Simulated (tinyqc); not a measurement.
Band offset from the macroscopic average of a supercell potential, step by step. Values are carried at full precision from step to step, so a last printed digit may differ when a step is redone from the rounded ones.

A model of the planar-averaged electrostatic energy of an electron in a periodic cell of N1 periods of A (L1 = N1 n1 h) and N2 periods of B (L2 = N2 n2 h), on z_j = j h: V(z) = f VA + (1 - f) VB + F t(z), VA = V1[0] + V1[1] cos(2 pi z/(n1 h)) + V1[2] cos(4 pi z/(n1 h)), VB the same with V2, n2 and z - L1. f = [tanh(z/w) - tanh((z - L1)/w) + tanh((z - L1 - L2)/w)]/2 + 1/2; t(z) = z - L1/2 in A and (L1/L2)(L1 + L2/2 - z) beyond, so that the cell is periodic.

Constants: e^2/(4 pi eps0) = 14.39964547 eV angstrom.

Inputs chosen for the exercise (gaps near those of GaAs and AlAs; shifted at random, so the results belong to these values and not to a real crystal):
```
symbol  value                  unit         meaning
h       0.3                    angstrom     grid step
n1      5                                   grid points per period of A
n2      6                                   grid points per period of B
N1      4                                   periods of A
N2      4                                   periods of B
V1      (-10.08, 2.29, -0.33)  eV           mean and two harmonics of the potential in A
V2      (-5.83, 4.47, 0.6)     eV           the same in B
w       0.36                   angstrom     width of the interfaces
F       0                      eV/angstrom  slope in A from opposite charges on the two interfaces
Ev1     7.97                   eV           valence top of bulk A above its mean potential
Eg1     (0.52, 1.59)           eV           gap of A: semi-local value, corrected value
fv1     0.43                                share of the correction that lowers the valence top of A
Ev2     3.17                   eV           valence top of bulk B above its mean potential
Eg2     (1.38, 2.21)           eV           gap of B: semi-local value, corrected value
fv2     0.33                                the same share for B
eps     9.9                                 dielectric constant at the interface
```

## The planar average

Evaluate V on the grid, j = 0, 1, ...

V(z_j) (eV): [-8.242, -8.278, -11.646, -11.980, -9.104, -8.120, -9.105, -12.035, -12.035, -9.105, -8.120, -9.105, -12.035, -12.035, -9.105, -8.119, -9.104, -12.019, -11.908, -8.278, -4.440, -4.723, -8.491, -9.716, -8.366, -3.896, -0.760, -3.895, -8.365, -9.700, -8.365, -3.895, -0.760, -3.895, -8.365, -9.700, -8.365, -3.895, -0.761, -3.896, -8.365, -9.696, -8.491, -5.188]

## Running means

Running mean over n points, periodic: for odd n the plain mean of the n points centred on j; for even n the n + 1 points with half weight at both ends. The macroscopic average applies the mean over n1 points and then over n2 points.

Apply the first mean, then the second.

after the mean over n1 points (eV): [-8.369, -9.067, -9.850, -9.826, -9.991, -10.069, -10.080, -10.080, -10.080, -10.080, -10.080, -10.080, -10.080, -10.080, -10.080, -10.076, -10.051, -9.886, -9.150, -8.274, -7.568, -7.129, -7.147, -7.038, -6.246, -5.327, -5.056, -5.323, -6.217, -6.844, -6.217, -5.323, -5.056, -5.323, -6.217, -6.844, -6.217, -5.323, -5.056, -5.323, -6.242, -7.127, -7.997, -7.979]

macroscopic average (eV): [-8.623, -9.014, -9.355, -9.671, -9.898, -10.002, -10.042, -10.071, -10.079, -10.080, -10.080, -10.080, -10.080, -10.077, -10.058, -9.965, -9.737, -9.377, -8.922, -8.434, -7.955, -7.476, -6.988, -6.533, -6.173, -5.945, -5.852, -5.833, -5.830, -5.830, -5.830, -5.830, -5.830, -5.830, -5.830, -5.830, -5.830, -5.832, -5.858, -6.030, -6.399, -6.897, -7.485, -8.098]

Around the middle of B the first mean varies by 1161 meV over five points and the second by 0 meV: one window removes only the period it matches.

## The potential line-up

Read the macroscopic average in the middle of each region, j = 10 and j = 32, and its slope in A by a central difference over two points each way.

plateau in A = -10.080 eV
plateau in B = -5.830 eV
dV = B - A = 4.250 eV
slope in A = 0.000 eV/angstrom

The plateaus are flat, so the line-up is well defined.

## Band offsets

dEv = Ev(A) - Ev(B) = Ev1 - (dV + Ev2); dEc = Ec(B) - Ec(A) = Eg2 - Eg1 - dEv. The correction of a gap, c = Eg[1] - Eg[0], lowers the valence top by fv c and leaves dV, a ground-state quantity, as it is. Type I: dEv and dEc of one sign; II: opposite signs; III: no overlap of the gaps.

Give the offsets with semi-local and with corrected band edges.

dEv, dEc, semi-local (eV): [0.550, 0.310]

lowering of the valence tops of A and B (eV): [0.460, 0.274]

dEv, dEc, corrected (eV): [0.364, 0.256]

The correction moves dEv by -0.19 eV and dEc by -0.05 eV; the type stays I.

## The dipole behind the step

A step dV of the mean electron energy from A to B across an interface equals 4 pi (e^2/4 pi eps0) times a dipole per area p (in e angstrom per angstrom^2). For a change of 0.1 eV in dV, give the charge per area moved over 2 angstrom in a medium of dielectric constant eps: sigma = 0.1 eps/(4 pi (e^2/4 pi eps0) 2). 1 angstrom^-2 = 1e16 cm^-2.

|p| = 0.02349 e/angstrom
sigma = 2.74e+13 e/cm^2

With about 7e14 atoms per cm^2 in a plane (as on a silicon (100) face), 3.9 % of an electron per atom shifts the line-up by 0.1 eV.

## Checks

- Line-up in a cell of 14 + 14 periods without slope against V2[0] - V1[0] (eV): both 4.2500.

Computed by tinyqc, a small Python program: `OMP_NUM_THREADS=1 python tinyqc.py 1851067 1851068 out.jsonl` (the numbers bound the seed that draws the inputs); one thread of a shared host (Intel(R) Xeon(R) Processor @ 2.30GHz), about 0.01 s for the whole set of steps.
